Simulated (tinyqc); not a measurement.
Speed against selectivity over temperature: anisotropic wet etching of Si(100): plane rates, V-grooves, membranes and undercut. Computed by tinyqc, a small Python program. Command: `OMP_NUM_THREADS=1 python tinyqc.py 3026960 3026961 out.jsonl wetetch walk`. One thread of a shared host (Intel(R) Xeon(R) Processor @ 2.30GHz), about 0.01 s of CPU time with the checks.

A long slot opens the mask on a (100) wafer. The floor etches at R100; (111) walls stand at theta = arctan(sqrt2) = 54.7356 degrees to the surface and recede at R111 along their normal.

Inputs (values chosen for the exercise, close to those used for tetramethylammonium hydroxide solutions):
```
quantity,value,unit
prefactor k0 of the (100) rate,5.1e+08,um/min
"activation energy of (100), E",0.622,eV
ratio (100)/(111) at 80 C,21,-
"extra energy of (111), dE",0.054,eV
ratio (100)/oxide at 80 C,2200,-
"extra energy of the oxide, dE_ox",0.3,eV
misalignment of the mask,0.2,degrees
wafer thickness d,380,um
membrane thickness wanted,15,um
```

Constants: k_B = 8.617333262e-05 eV/K.

Method:
- R100 = k0 exp(-E/(k_B T)); a ratio given at 80 C scales as exp[(extra energy/k_B)(1/T - 1/353.15 K)]; R111 and R_ox follow by division.
- Temperatures in kelvin are T(C) + 273.15.
- Each row etches to the depth d - membrane; undercut per side = (R111/sin(theta) + R100 sin(misalignment)) x time.

Etching to a fixed depth:
```
T (C),R100 (um/min),R100/R111,time (h),undercut (um),oxide consumed (nm)
30,0.0233,28.140,261.30,17.160,32.64
40,0.0498,26.342,122.16,18.244,47.10
50,0.1016,24.761,59.86,19.328,66.44
60,0.1987,23.361,30.62,20.410,91.80
70,0.3736,22.114,16.28,21.489,124.48
80,0.6777,21.000,8.98,22.561,165.91
90,1.1898,19.999,5.11,23.627,217.65
100,2.0268,19.095,3.00,24.685,281.41
```

What follows from these numbers?

From 30 to 100 C the time falls by a factor 87.1, while the oxide loss grows by 8.62 and the undercut by 1.44: the slower planes and the mask have the higher activation energies, so heat costs selectivity. Misalignment gives 1.27 um of the undercut at any T.
